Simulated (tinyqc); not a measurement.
Growth of a silicide layer between metal and silicon: linear-parabolic kinetics, ramp anneals and Kissinger analysis. Changing the metal thickness h. Computed by tinyqc, a small Python program. Command: `OMP_NUM_THREADS=1 python tinyqc.py 3025251 3025252 out.jsonl silicide sweep`. One thread of a shared host (Intel(R) Xeon(R) Processor @ 2.30GHz), about 0.09 s of CPU time with the checks.

One compound layer of thickness x grows by diffusion through itself and reaction at an interface, dx/dt = 1/(2x/K + 1/v), until the metal is used up at x = a h.

Inputs (values chosen for the exercise, modelled on CoSi): silicide formed per metal thickness a = 2.02; silicon consumed per metal thickness b = 1.82; prefactor of the parabolic constant K = 9e+14 nm^2/s; activation energy E of K = 1.95 eV; prefactor of the interface velocity v = 2.3e+14 nm/s; activation energy E_v = 2.15 eV; temperature T = 525 C; time t = 380 s; ramp rate beta = 3 C/s; silicide resistivity = 130 micro-ohm cm; junction depth x_j = 52 nm.

Constants: k_B = 8.617333262e-05 eV/K.

Method:
- The silicide ends at the thickness a h.
- Silicon consumed b h, sheet resistance rho/(final thickness) with 1 micro-ohm cm/nm = 10 ohm; margin to the junction x_j - b h.
- K = K0 exp(-E/(k_B T)), v = v0 exp(-E_v/(k_B T)).
- Temperatures in kelvin are T(C) + 273.15.
- x^2/K + x/v = t, so x = (K/(2v)) [sqrt(1 + 4 v^2 t/K) - 1], capped at a h; completion time t_c = (a h)^2/K + a h/v, a h being the final thickness; crossover thickness K/v.
- Ramp from x = 0 at 100 C at the rate beta: dx/dT = (1/beta)/(2x/K + 1/v), integrated adaptively (tolerance 1e-9) until x = a h at T_f.

One run for each value; columns: (1) metal thickness h (nm); (2) completion time (s); (3) completion temperature T_f (C); (4) sheet resistance (ohm/square); (5) silicon consumed (nm):
```
(1)          (2)    (3)    (4)      (5)
1.0    3.400e-01  455.3  643.6    1.820
1.9    6.620e-01  468.9  338.7    3.458
3.8    1.391e+00  484.6  169.4    6.916
7.3    2.911e+00  500.9   88.2   13.286
14.0   6.456e+00  519.4   46.0   25.480
53.0   4.371e+01  569.3   12.1   96.460
100.0  1.263e+02  600.9    6.4  182.000
200.0  4.389e+02  641.8    3.2  364.000
```

Give the missing row, metal thickness h (nm) = 27.0.

Computed row; columns: (1) metal thickness h (nm); (2) completion time (s); (3) completion temperature T_f (C); (4) sheet resistance (ohm/square); (5) silicon consumed (nm):
```
(1)         (2)    (3)   (4)     (5)
27.0  1.572e+01  541.5  23.8  49.140
```

Interpolating between the two neighbouring rows (the first column on a logarithmic scale, the others too where they are positive) misses most in completion time (s), by 5.5 %. Over the rows, completion time (s) rises from 0.340 to 439 (exponent d ln y / d ln x 1.0 between the first rows and 1.8 between the last); completion temperature T_f (C) rises from 455 to 642; sheet resistance (ohm/square) falls from 644 to 3.22 (exponent d ln y / d ln x about -1.0 throughout). At the low end the exponent of completion time is 1.04, close to 1: interface control. The exponent of sheet resistance stays at -1: R_s = rho/(a h). A thicker film lowers R_s but eats further into the junction.

Caution (rows 1.00, 1.90, 3.80, 7.30): so thin a film has a resistivity above the bulk value and tends to agglomerate.
